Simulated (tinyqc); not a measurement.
Surface Green function of a zigzag honeycomb ribbon two chains wide, Sancho-Rubio decimation: effect of the broadening.

A semi-infinite lead of cells 0, 1, 2, ... with H0 inside a cell and H1 = <cell i|H|cell i + 1>. Cell of four sites joined 1-2-3-4 by -t; site 2 joins site 1 of the next cell and site 3 joins site 4 of the next cell. z = E + i eta.

Start with e_s = e = H0, a = H1, b = H1^dagger. Each round: g = (z - e)^(-1); e_s <- e_s + a g b; e <- e + a g b + b g a; a <- a g a; b <- b g b (all with the old a, b). Round k joins cells 2^k apart. Stop when the largest entry of the matrices a and b is below 1e-12 eV; g_s = (z - e_s)^(-1), bulk (z - e)^(-1), density of states -Im Tr/pi. The last column counts the steps of the plain recursion g <- (z - H0 - H1 g H1^dagger)^(-1), one cell a step from g = (z - H0)^(-1), until no entry changes by more than 1e-8 1/eV.

Values chosen for this exercise: energy E = 0.93 eV.

H0 (eV):
```
	1	2	3	4
1	0	-1	0	0
2	-1	0	-1	0
3	0	-1	0	-1
4	0	0	-1	0
```

H1 (eV):
```
	1	2	3	4
1	0	0	0	0
2	-1	0	0	0
3	0	0	0	-1
4	0	0	0	0
```

Effect of the broadening:
```
eta (eV)	rounds	surface density of states (1/eV)	plain steps
0.3	7	0.6891	22
0.1	8	0.6799	66
0.04	9	0.6578	166
0.02	10	0.6469	333
0.01	11	0.6410	666
0.004	13	0.6374	1667
```

The rounds go from 7 to 13 and the plain steps from 22 to 1667. Inside a band the plain recursion needs a number of steps that grows as 1/eta, the decimation only as log2(1/eta). The density of states tends to 0.6349 1/eV as eta goes to zero; the first row is 8.5 % above that and the last 0.38 % above it.

tinyqc, about 0.07 s, one thread, Intel Xeon 2.30GHz (shared host): `OMP_NUM_THREADS=1 python tinyqc.py 2680108 2680109 out.jsonl`
